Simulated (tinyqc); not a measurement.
Type-II superlattice in the two-band Kane model: one step. Edges and effective gap. Three cases, with inputs chosen for the exercise.

Task: C1 is the first miniband above EvB: bottom at tr/2 = +1, top at -1. The gap is its bottom less HH1; cut-off wavelength hc/gap.

Motion along the axis, period d = a + b, c = hbar^2/2m0. Conduction and light-hole bands couple: (E - Ec)(E - Ev) = Ep c k^2 in each layer, with mass m(E) = (E - Ev)/Ep, which may be negative. The conduction envelope psi and psi'/m(E) are continuous; a layer carries them by [[cos kt, (m/k) sin kt], [-(k/m) sin kt, cos kt]] (cosh and sinh for k^2 < 0), and cos(q d) = tr(M_B M_A)/2. C1 is the first miniband above EvB, with its bottom at tr/2 = +1 and its top at -1; the gap is the bottom of C1 less the top heavy-hole level HH1.

Heavy holes are uncoupled: with e = EvB - E, p = sqrt(mhB e/c), w = sqrt(mhA (EvB - EvA - e)/c), the top level HH1 at q = 0 solves (p/mhB) tan(p b/2) = (w/mhA) tanh(w a/2).

Constants: hbar^2/2m0 = 3.80998211 eV angstrom^2; hc = 1239.841984 eV nm.

Case 1.

Values chosen (near those of an InAs/GaSb superlattice; not measured data): a = 49 angstrom (layer A); b = 43 angstrom (layer B); EcA = 0 eV (conduction edge of A); EvA = -0.41 eV (valence edge of A); EcB = 0.929 eV (conduction edge of B); EvB = 0.128 eV (valence edge of B); EpA = 14.4 eV (coupling energy in A); EpB = 18.3 eV (coupling energy in B); mhA = 0.34 m0 (heavy hole in A); mhB = 0.27 m0 (heavy hole in B).

Case 2.

Values chosen (near those of an InAs/GaSb superlattice; not measured data): a = 39 angstrom (layer A); b = 38 angstrom (layer B); EcA = 0 eV (conduction edge of A); EvA = -0.418 eV (valence edge of A); EcB = 0.963 eV (conduction edge of B); EvB = 0.14 eV (valence edge of B); EpA = 14.4 eV (coupling energy in A); EpB = 18.3 eV (coupling energy in B); mhA = 0.35 m0 (heavy hole in A); mhB = 0.26 m0 (heavy hole in B).

Case 3.

Values chosen (near those of an InAs/GaSb superlattice; not measured data): a = 31 angstrom (layer A); b = 57 angstrom (layer B); EcA = 0 eV (conduction edge of A); EvA = -0.417 eV (valence edge of A); EcB = 0.986 eV (conduction edge of B); EvB = 0.167 eV (valence edge of B); EpA = 14.6 eV (coupling energy in A); EpB = 17.9 eV (coupling energy in B); mhA = 0.36 m0 (heavy hole in A); mhB = 0.28 m0 (heavy hole in B).

Give: bottom of C1; top of C1; HH1; gap; cut-off.

Result:

Case 1.

bottom of C1 = 0.2246 eV
top of C1 = 0.2668 eV
HH1 = 0.0813 eV
gap = 0.1434 eV
cut-off = 8.65 micrometre

The bulk edges overlap by 128 meV; confinement lifts the electrons by 225 meV and lowers the holes by 47 meV, which opens the gap. It is 0.35 of the smaller bulk gap.

Case 2.

bottom of C1 = 0.2824 eV
top of C1 = 0.3435 eV
HH1 = 0.0821 eV
gap = 0.2004 eV
cut-off = 6.19 micrometre

The bulk edges overlap by 140 meV; confinement lifts the electrons by 282 meV and lowers the holes by 58 meV, which opens the gap. It is 0.48 of the smaller bulk gap.

Case 3.

bottom of C1 = 0.3844 eV
top of C1 = 0.4156 eV
HH1 = 0.1380 eV
gap = 0.2464 eV
cut-off = 5.03 micrometre

The bulk edges overlap by 167 meV; confinement lifts the electrons by 384 meV and lowers the holes by 29 meV, which opens the gap. It is 0.59 of the smaller bulk gap.

Computed by tinyqc, one run a case: `OMP_NUM_THREADS=1 python tinyqc.py N N+1 out.jsonl` with N = 1252141, 1252287, 1252477; one thread of a shared Intel(R) Xeon(R) Processor @ 2.30GHz, about 0.07 s a run at most.
